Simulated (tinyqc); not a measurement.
Worked calculation: Fermi-Dirac statistics of conduction electrons. Values are carried at full precision from step to step, so a last printed digit may differ when a step is redone from the rounded ones.

Constants: hbar^2/2m0 = 3.80998211 eV angstrom^2; kB = 8.617333262e-05 eV/K; e^2/(4 pi eps0) = 14.39964547 eV angstrom.

Parameters, chosen for this exercise (near those of Ge, lowest valleys alone; not measured data): m = 0.5451 m0 (density-of-states mass of the conduction band); T = 300 K; n = 2.8e+18 1/cm^3 (electron density); eps = 16.5 (static dielectric constant); alpha = 0.7 1/eV (non-parabolicity).

## Reduced density

N = 2 (m kB T/(4 pi c))^(3/2) with c = hbar^2/2m0, in 1/angstrom^3; times 1e24 for 1/cm^3; u = n/Nc.

kT = 0.025852 eV
Nc = 1.0099e+19 1/cm^3
u = n/Nc = 0.27725

## Reduced Fermi level by five rules

F_j(eta) = (1/Gamma(j + 1)) integral_0^infinity x^j dx/(1 + exp(x - eta)), which tends to exp(eta) for eta << 0.

With u = n/Nc: Boltzmann eta = ln u; Joyce-Dixon eta = ln u + u/sqrt(8) - 4.95009e-3 u^2 + 1.48386e-4 u^3 - 4.42563e-6 u^4; Nilsson eta = ln u/(1 - u^2) + v/(1 + (0.24 + 1.08 v)^-2) with v = (3 sqrt(pi) u/4)^(2/3); fully degenerate limit eta = v; exact: F_1/2(eta) = u.

Find eta = (EF - Ec)/kT by each rule.

eta: Boltzmann -1.283, Joyce-Dixon -1.185, Nilsson -1.191, degenerate 0.514, exact -1.185

Against the exact value the errors are Boltzmann -0.098, Joyce-Dixon 0.000, Nilsson -0.005, degenerate limit +1.699 (in kT).

## Exact eta by Newton steps

Solve ln F_1/2(eta) = ln u from the Boltzmann value; dF_1/2/d eta = F_-1/2, so the step is -ln(F_1/2/u) F_1/2/F_-1/2. Stop below 1e-9.

Newton steps:
```
step        eta     F_1/2    F_-1/2  step taken
1     -1.282835  0.253557  0.232831      0.0973
2     -1.185553  0.277158  0.252596    0.000363
3     -1.185190  0.277250  0.252672    5.29e-09
4     -1.185190  0.277250  0.252672    4.87e-16
```

Converged in 4 steps.

## Mean energy, Einstein relation and screening

eta = -1.18519

Mean kinetic energy <E> = (3/2) kT F_3/2/F_1/2; D/mu = (kT/e) F_1/2/F_-1/2; dn/dEF = (Nc/kT) F_-1/2; screening length L = (4 pi (e^2/(4 pi eps0)) (dn/dEF)/eps)^(-1/2), with dn/dEF in 1/(angstrom^3 eV) (1/cm^3 = 1e-24/angstrom^3).

F_-1/2, F_1/2, F_3/2: 0.2527  0.2773  0.2908

<E> = 40.67 meV
D/mu = 28.37 mV
dn/dEF = 9.871e+19 1/(cm^3 eV)
L = 30.39 angstrom

EF lies within 2 kT of the edge. D/mu is 1.097 times kT/e and <E> is 1.049 times (3/2) kT; the Debye formula, with n/kT in place of dn/dEF, would give L = 29.02 angstrom.

## Fermi level in the non-parabolic band

Non-parabolic band E (1 + alpha E) = c k^2/m: n = Nc (2/sqrt(pi)) integral_0^infinity sqrt(x (1 + a x)) (1 + 2 a x) dx/(1 + exp(x - eta)) with a = alpha kT and eta = (EF - Ec)/kT; a = 0 gives n = Nc F_1/2(eta).

Solve for eta at the same n.

a = 0.01810
eta = -1.261
EF - Ec = -32.61 meV

The extra states lower EF by 1.97 meV against the parabolic band.

## Checks

- Non-parabolic integral at a = 0 against F_1/2(2): both 2.823721.
- F_1/2(40) against the Sommerfeld form (4/(3 sqrt(pi))) eta^(3/2) (1 + pi^2/(8 eta^2)): both 190.45.

(tinyqc, `OMP_NUM_THREADS=1 python tinyqc.py 1650112 1650113 out.jsonl`, Intel(R) Xeon(R) Processor @ 2.30GHz, 1 thread, shared host, about 0.01 s.)
